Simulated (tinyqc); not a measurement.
From results back to parameters: standing waves and exposure in a photoresist film. Two cases, with inputs chosen for the exercise.

Problem. Bleaching of a resist on an index-matched plate: T(0) = T12 exp(-(A + B) d), T(end) = T12 exp(-B d), T12 = 1 - ((n1 - 1)/(n1 + 1))^2, and the first slope dT/dD = T(0) C A T12 (1 - exp(-(A + B) d))/(A + B). Here d = dT and D is the dose; A, B and C are hidden.

Case 1.

Values chosen (out of a larger set: a resist on Al, indices near tabulated ones; not measured data): n1 = 1.705 (resist index); dT = 0.203 micrometre (resist thickness on an index-matched plate).

T(0) = 0.818514
T(end) = 0.830228
dT/dD = 0.00038632 cm^2/mJ

Case 2.

Values chosen (out of a larger set: a resist on W, indices near tabulated ones; not measured data): n1 = 1.769 (resist index); dT = 0.464 micrometre (resist thickness on an index-matched plate).

T(0) = 0.593888
T(end) = 0.633748
dT/dD = 0.0010941 cm^2/mJ

Find: A; B; C.

Solution. A = ln(T(end)/T(0))/d, B = ln(T12/T(end))/d, and the slope then gives C.

Case 1.

A = 0.07 1/micrometre
B = 0.57 1/micrometre
C = 0.038 cm^2/mJ

Case 2.

A = 0.14 1/micrometre
B = 0.81 1/micrometre
C = 0.038 cm^2/mJ

Computed by tinyqc, one run a case: `OMP_NUM_THREADS=1 python tinyqc.py N N+1 out.jsonl` with N = 1650215, 1650272; one thread of a shared Intel(R) Xeon(R) Processor @ 2.30GHz, about 0.01 s a run at most.
